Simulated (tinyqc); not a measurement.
The same scatterer in wider strips: conductance of a narrow metal strip with scatterers (square lattice, Green functions).

A strip of W sites across with hard walls, site energy 0 and hopping -t. Mode n = 1 to W has profile chi_n(j) = sqrt(2/(W + 1)) sin(n j pi/(W + 1)) and energy en = -2t cos(n pi/(W + 1)); E = en - 2t cos(kn a). With z_n = exp(i kn a) (Im k > 0 for closed modes, |z| < 1) each lead gives the self-energy -t z_n in mode n. One column carries the site energies v, here one foreign atom. In the mode basis V_nm = sum_j chi_n(j) v_j chi_m(j), G = (E - en + 2 t z_n - V)^-1, and t_nm = 2t sqrt(sin(kn a) sin(km a)) G_nm in size for open modes. T = sum |t_nm|^2, conductance (2e^2/h) T.

Constants: e^2/h = 3.874045865e-05 S.

Inputs chosen for the exercise (hopping and spacing of the size met in Cu or Al; the lattice is a model; shifted at random, so the results belong to these values and not to a real crystal):

| symbol | value | unit | meaning |
|---|---|---|---|
| t | 1.82 | eV | hopping |
| a | 2.54 | angstrom | spacing |
| E | -1.5 | eV | Fermi energy |
| v | (0, -4, 0, 0, 0) | eV | site energies in the scattering column |

Width (W + 1) a; the strength is the entry of v largest in size. The foreign atom sits at site W/2 + 1, rounded down. Added resistance (1/T - 1/M)/(2 e^2/h), M the number of open modes.

Against width:

| W | width (angstrom) | M | T | T/M | added resistance (ohm) |
|---|---|---|---|---|---|
| 3 | 10.2 | 2 | 1.0256 | 0.5128 | 6130.8 |
| 4 | 12.7 | 3 | 2.2241 | 0.7414 | 1500.8 |
| 5 | 15.2 | 4 | 3.3059 | 0.8265 | 677.4 |
| 6 | 17.8 | 4 | 3.2049 | 0.8012 | 800.5 |
| 8 | 22.9 | 6 | 5.2607 | 0.8768 | 302.3 |
| 10 | 27.9 | 7 | 6.1310 | 0.8759 | 261.3 |
| 14 | 38.1 | 10 | 9.2483 | 0.9248 | 104.9 |
| 20 | 53.3 | 14 | 13.2235 | 0.9445 | 54.1 |

What does the comparison show, and why?

The added resistance is 6131 ohm at W = 3 and 54.1 at W = 20; from W = 10 to 20 it changes by a factor 0.21, where 1/M gives 0.50 and 1/M^2 gives 0.25. A point scatterer removes at most one unit of M (here 0.69 to 0.97), so its resistance is at most 1/(M (M - 1)) in units of h/2e^2, without bound for M = 1, with jumps where modes open or where the site sits near a node of the open modes; the largest value is at W = 3 (6131 ohm).

tinyqc: `OMP_NUM_THREADS=1 python tinyqc.py 1451860 1451861 out.jsonl`; about 0.01 s, one thread, shared Intel(R) Xeon(R) Processor @ 2.30GHz.
